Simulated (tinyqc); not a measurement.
Tunnelling through a gate dielectric, WKB transmission and Tsu-Esaki current: one step of the calculation.

Electrons leave the emitter at x = 0. Energies E (motion across the layers) are in eV from the emitter Fermi level; the collector Fermi level lies at -V and offers states at every E. No charge in the dielectric and no image force: F1 = V/t1, U = phi1 - F1 x. With C = hbar^2/(2 m0), kappa = sqrt(m (U - E)/C) where U > E and 0 elsewhere; T(E) = exp(-S), S = 2 times the integral of kappa over x.

Problem. WKB exponent in closed form. Each layer adds (2/F) sqrt(m/C) [G(u at its left edge) - G(u at its right edge)] to S, with u = U - E (0 where negative) and G(u) = (2/3) u^1.5. The slope follows from 1/d = -dS/dE.

Inputs (values chosen for the exercise); dielectric values close to those of silicon dioxide: barrier of layer 1 above the emitter Fermi level at zero bias phi1 = 3.14 eV; tunnelling mass of layer 1 m1 = 0.48 m0; thickness of layer 1 t1 = 6.6 nm; voltage across the dielectric V = 4.2 V; energy of the electron followed E = 0 eV.

Constants: q = 1.602176634e-19 C, hbar = 1.054571817e-34 J s, m0 = 9.1093837015e-31 kg, hbar^2/(2 m0) = 0.0380998212 eV nm^2. Results are converted to the units shown.

Find: S; T(E); energy d over which T(E) grows by a factor e.

Solution.

S = 41.38
T(E) = 1.069e-18
energy d over which T(E) grows by a factor e = 0.05059 eV

The midpoint rule gives S = 41.134, so its T(E) is 28 % above this value. The band edge of layer 1 drops below E inside the layer: the barrier there is triangular (the Fowler-Nordheim case).

Program tinyqc, `OMP_NUM_THREADS=1 python tinyqc.py 2540121 2540122 out.jsonl`; Intel Xeon 2.30GHz, shared host, one thread, about 0.03 s.
